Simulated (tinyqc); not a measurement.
Chemical vapour deposition: Grove model, boundary layer, depletion and step coverage: one step, computed by the program tinyqc.

A precursor diffuses to the surface and reacts there at first order; each molecule that reacts adds one formula unit of film.

Problem. Gas-phase and surface constants. k_s = k0 exp(-E/(k_B T)); C_g = Y p/(k_B T), 1 torr = 133.322 Pa; D = D0 (T/273.15)^1.75 (760/p). Temperatures in kelvin are T(C) + 273.15. Mean speed c = sqrt(8 k_B T/(pi M)); reactive sticking probability beta = 4 k_s/c.

Inputs (values chosen for the exercise, close to those used for silicon dioxide from an alkoxysilane): prefactor k0 of k_s = 6.6e+07 cm/s; activation energy E = 1.95 eV; temperature T = 780 C; total pressure p = 760 torr; mole fraction of the precursor Y = 0.0017; gas diffusivity D0 at 273.15 K and 760 torr = 0.41 cm^2/s; precursor mass M = 208 u.

Reactor: horizontal, atmospheric.

Constants: k_B = 1.380649e-23 J/K; u = 1.6605390666e-27 kg; k_B = 8.617333262e-05 eV/K.

Give: surface rate constant k_s; precursor density C_g; gas diffusivity D; mean speed c; sticking probability beta.

Solution.

surface rate constant k_s = 0.03076 cm/s

precursor density C_g = 1.185e+16 1/cm^3

gas diffusivity D = 4.350 cm^2/s

mean speed c = 32742 cm/s

sticking probability beta = 3.758e-06
